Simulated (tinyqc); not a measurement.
Both approximations at x = 1/2: order-disorder in a binary alloy on two sublattices: Bragg-Williams and pair (quasi-chemical) approximations. Computed by tinyqc, a small Python program. Command: `OMP_NUM_THREADS=1 python tinyqc.py 3007974 3007975 out.jsonl order walk`. One thread of a shared host (Intel(R) Xeon(R) Processor @ 2.30GHz), about 0.01 s of CPU time with the checks.

All z = 4 neighbours of a site lie on the other sublattice. B fills the sublattices with x + eta/2 and x - eta/2; energies are per site, from the pure components: u = -z w y with y the probability of an A-B bond taken in one order.

Inputs (values chosen for the exercise, for a model alloy): ordering energy w = (e_AA + e_BB)/2 - e_AB = 27.3 meV; fraction x of B = 0.5.

Lattice: square (z = 4).

Constants: k_B = 8.617333262e-05 eV/K.

Method. Bragg-Williams: k_B T_c = 2 z w x (1 - x). Pair approximation at x = 1/2: k_B T_c = w/ln(z/(z - 2)). At x = 1/2 the alloy is an Ising model with K = w/(2 k_B T). Bragg-Williams: eta = tanh(z K eta), neighbour correlation -eta^2. Pair: h = (z - 1) artanh(tanh K tanh h), eta = tanh(z h/(z - 1)), correlation -(tanh K + tanh^2 h)/(1 + tanh K tanh^2 h). T is given in units of the Bragg-Williams T_c at x = 1/2, z w/(2 k_B).

T_c, pair approximation at x = 1/2 = 457.051 K

Order and neighbour correlation:
```
T/T_c   T (K)  eta, Bragg-Williams  correlation, Bragg-Williams  eta, pair  correlation, pair
0.30   190.08              0.99741                     -0.99483    0.99704           -0.99432
0.45   285.12              0.97398                     -0.94863    0.96095           -0.93274
0.55   348.48              0.93553                     -0.87521    0.87689           -0.81371
0.65   411.84              0.87207                     -0.76050    0.65847           -0.58845
0.75   475.21              0.77552                     -0.60143    0.00000           -0.32151
0.85   538.57              0.62950                     -0.39627    0.00000           -0.28592
0.95   601.93              0.37949                     -0.14401    0.00000           -0.25725
1.10   696.97              0.00000                      0.00000    0.00000           -0.22344
1.50   950.41              0.00000                      0.00000    0.00000           -0.16514
```

What follows from these numbers?

The pair approximation loses long-range order between T/T_c = 0.65 and 0.75, at 457 K, and keeps a correlation of -0.165 in the last row. At its own T_c the correlation is -1/(z - 1) = -0.333, so the fewer the neighbours, the more of the ordering energy is released above T_c.
